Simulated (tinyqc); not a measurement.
From results back to parameters: overlap of hydrogenic dopants: pairs, impurity band and the Mott density. Four cases, with inputs chosen for the exercise.

Problem. Ry* = Ry m/eps^2, aB = a0 eps/m, and the Mott density is (0.26/aB)^3 (1/angstrom^3 = 1e24/cm^3). Binding energy and critical density come from a hidden mass and dielectric constant.

Constants: Ry = 13.60569312 eV; a0 (Bohr radius) = 0.5291772105 angstrom.

Case 1.

binding energy = 32.02789 meV
critical density = 1.285059e+18 1/cm^3

Case 2.

binding energy = 5.14864 meV
critical density = 1.347913e+16 1/cm^3

Case 3.

binding energy = 53.74249 meV
critical density = 7.309841e+18 1/cm^3

Case 4.

binding energy = 63.61886 meV
critical density = 1.039640e+19 1/cm^3

Find: aB; eps; m.

Solution. aB = 0.26/n^(1/3); the product Ry* aB = Ry a0/eps gives eps, and m = a0 eps/aB.

Case 1.

aB = 23.91 angstrom
eps = 9.40
m = 0.208 m0

Case 2.

aB = 109.25 angstrom
eps = 12.80
m = 0.062 m0

Case 3.

aB = 13.40 angstrom
eps = 10.00
m = 0.395 m0

Case 4.

aB = 11.91 angstrom
eps = 9.50
m = 0.422 m0

Computed by tinyqc, one run a case: `OMP_NUM_THREADS=1 python tinyqc.py N N+1 out.jsonl` with N = 1482240, 1482276, 1482340, 1482380; one thread of a shared Intel(R) Xeon(R) Processor @ 2.30GHz, about 0.01 s a run at most.
